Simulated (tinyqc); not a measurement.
Raman shift of the zone-centre optical phonon of a diamond-structure crystal under stress: one step, computed by the program tinyqc.

Axes x, y, z are the cube axes. Strain shifts the threefold optical mode and can split it; p, q and r are the phonon deformation potentials.

Question. Heating mistaken for stress. A temperature above 300 K shifts the line by (d omega/dT)(T - 300 K); divided by the shift per stress it poses as a stress; the total shift adds it to the shift of the observed line. The anti-Stokes to Stokes ratio is [(omega_L + omega_0)/(omega_L - omega_0)]^3 exp(-h c omega_0/(k_B T)) in photon counts, omega_L = 1/wavelength, resonance effects left out.

Inputs (values chosen for the exercise, modelled on silicon):

| quantity | value | unit |
|---|---|---|
| unstrained frequency omega_0 | 521.6 | 1/cm |
| temperature coefficient d omega/dT | -0.023 | 1/(cm K) |
| local temperature T | 400 | K |
| laser wavelength | 457.9 | nm |

Stress state: uniaxial. Axis: [110].

shift per stress = -2.286532 1/(cm GPa)

shift of the observed line = 4.573064 1/cm

Constants: h = 6.62607015e-34 J s; c = 299792458 m/s; k_B = 1.380649e-23 J/K.

Give: thermal shift; apparent stress from heating; total shift; anti-Stokes/Stokes ratio.

Answer.

thermal shift = -2.3 1/cm

apparent stress from heating = 1.006 GPa

total shift = 2.273 1/cm

anti-Stokes/Stokes ratio = 0.1768
